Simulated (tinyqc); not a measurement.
Vertical double-diffused power MOSFET, components of the on-resistance: On-resistance against the temperature.

Stripe cells of pitch Wp + a, two channels a cell. Current flows through the channels, spreads in the accumulation layer, passes the gap between the p bodies and spreads at 45 degrees into the drift layer below them. Low drain voltage, full ionisation.

Triangular field at breakdown with Ec = Kc N^(1/8): BV = eps0 eps_r Ec^2/(2 q N), so N = (eps0 eps_r Kc^2/(2 q BV))^(4/3); W = 2 BV/Ec; mu = mud (T/300 K)^(-bt); rho = 1/(q mu N); ideal resistance rho W. Pitch p = Wp + a, Cox = 3.9 eps0/tox; zero-bias depletion in the gap w0 = sqrt(2 eps0 eps_r Vbi/(q N Nj)), open gap g = a - 2 w0; R_ch = Lc p/(2 mch Cox Vov); R_acc = 0.6 a p/(4 mac Cox Vov), 0.6 being an empirical factor for current leaving the layer along its length; R_gap = (rho/Nj) xp p/g; spreading depth t = min(W, (p - g)/2); R_drift = (rho p/2) ln((g + 2 t)/g) + rho (W - t); R_on = the sum with Rs.

Values chosen for this exercise; bulk values close to those of 4H silicon carbide: relative permittivity eps_r = 9.89; critical-field constant Kc = 22300 V/cm per (cm^-3)^(1/8); rated breakdown voltage of the drift layer BV = 1700 V; drift mobility at 300 K mud = 839 cm^2/(V s); temperature exponent of the drift mobility bt = 2.2; gate oxide thickness (eps_r 3.9) tox = 58 nm; gate overdrive Vov = 5 V; channel mobility mch = 23 cm^2/(V s); accumulation-layer mobility mac = 76 cm^2/(V s); channel length Lc = 1.1 um; width of the p body in one cell, channels included Wp = 3.2 um; gap between neighbouring p bodies a = 1.4 um; depth of the p body xp = 0.9 um; doping of the gap over the drift doping Nj = 3; built-in voltage of the body junction Vbi = 2.95 V; substrate and contact resistance Rs = 0.42 mohm cm^2.

Constants: q = 1.602176634e-19 C, eps0 = 8.8541878128e-14 F/cm where lengths are in cm. Results are converted to the units shown.

The same in every row: R_ch (mohm cm^2) = 3.695; R_acc (mohm cm^2) = 0.4270.

Results:

| T (K) | R_gap (mohm cm^2) | R_drift (mohm cm^2) | R_on (mohm cm^2) | ideal (mohm cm^2) | largest term |
|---|---|---|---|---|---|
| 250 | 0.1451 | 1.234 | 5.922 | 1.063 | channel |
| 290 | 0.2011 | 1.711 | 6.454 | 1.473 | channel |
| 330 | 0.2672 | 2.274 | 7.083 | 1.957 | channel |
| 410 | 0.4307 | 3.666 | 8.638 | 3.155 | channel |
| 450 | 0.5286 | 4.499 | 9.569 | 3.872 | drift |
| 490 | 0.6375 | 5.426 | 10.61 | 4.670 | drift |

Estimate the missing row, T = 370 K.

Computed row:

| T (K) | R_gap (mohm cm^2) | R_drift (mohm cm^2) | R_on (mohm cm^2) | ideal (mohm cm^2) | largest term |
|---|---|---|---|---|---|
| 370 | 0.3436 | 2.925 | 7.810 | 2.517 | channel |

With this row back in the table: R_on rises from 5.92 to 10.6 mohm cm^2. The channel term is the largest at T = 250, the drift term from 450 on. R_on is 5.57 times the ideal drift resistance in the first row and 2.27 times in the last. Only the drift mobility depends on T in this model.

Numbers from tinyqc (`OMP_NUM_THREADS=1 python tinyqc.py 2230061 2230062 out.jsonl`; about 0.01 s on one thread of a shared Intel Xeon 2.30GHz).
